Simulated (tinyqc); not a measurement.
Inside a calculation. Method: Hubbard chain of 2 sites. One step of it, computed by the program tinyqc.

Task: Mean-field iteration 2. H(up) = T + U n(down), H(down) = T + U n(up); fill the lowest levels; n(new) = n + mixing (n(out) - n); E = tr T (rho up + rho down) + U sum n_up n_down of the output.

one-body matrix (hopping and site energies) (eV):
```
           1          2
1   0.300000  -0.780000
2  -0.780000   0.990000
```

U = 4.300000 eV

electrons, up and down: 1  1

mixing = 0.500000

n(up) after iteration 1: 1 0.670802, 2 0.329198

n(down) after iteration 1: 1 0.516100, 2 0.483900

Give: levels, up; levels, down; energy; n(up) after iteration 2; n(down) after iteration 2.

Result:

levels, up (eV): 1.968  3.622

levels, down (eV): 1.923  3.667

energy = 1.726 eV

n(up) after iteration 2: 1 0.669, 2 0.331

n(down) after iteration 2: 1 0.396, 2 0.604
